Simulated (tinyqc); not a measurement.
Millisecond and nanosecond annealing: surface heating, thermal budget and solid-phase regrowth: one step, computed by the program tinyqc. Command: `OMP_NUM_THREADS=1 python tinyqc.py 3028774 3028775 out.jsonl flash walk`. One thread of a shared host (Intel(R) Xeon(R) Processor @ 2.30GHz), about 0.01 s of CPU time with the checks.

A square pulse heats the surface of a thick wafer with constant thermal properties; losses by radiation are neglected and silicon melts at 1414 C.

Problem. Temperature in depth and time. Absorbed flux q = (1 - R) fluence/t_p; kappa = k/c. With f(z, t) = (2 q/k) sqrt(kappa t) ierfc(z/(2 sqrt(kappa t))), ierfc(x) = exp(-x^2)/sqrt(pi) - x erfc(x): T = T0 + f(z, t) during the pulse and T0 + f(z, t) - f(z, t - t_p) after it.

Inputs (values chosen for the exercise, modelled on hot silicon with phosphorus):
```
quantity                     value        unit
incident fluence              36.2      J/cm^2
pulse length t_p            0.0028           s
reflectance R                 0.55           -
thermal conductivity k        0.25    W/(cm K)
heat capacity per volume c    2.31  J/(cm^3 K)
preheat temperature T0         800           C
wafer thickness d              775          um
```

Source: flash lamp.

thermal length sqrt(kappa t_p) = 174.0777 um

Give: Temperature (C).

Solution.

Temperature (C):
```
t/t_p  surface  z = 0.5 thermal lengths  z = 1  z = 2
0.10       945                      824  801.6  800.0
0.25      1029                      881  820.4  800.4
0.50      1123                      960  867.5  806.9
0.75      1196                     1026  915.9  821.3
1.00      1257                     1083  961.8  840.7
1.10      1135                     1080  977.7  849.3
1.50      1037                     1020  978.0  879.5
2.00       989                      981  958.8  894.3
4.00       922                      920  914.0  891.8
10.00      874                      874  872.2  866.8
```

One tenth of a pulse length after the end the surface has lost 122 C: cooling starts as sqrt(t - t_p), much faster than heating ends. Caution: by the last row heat has reached the back of the wafer, so the surface stays hotter than listed.
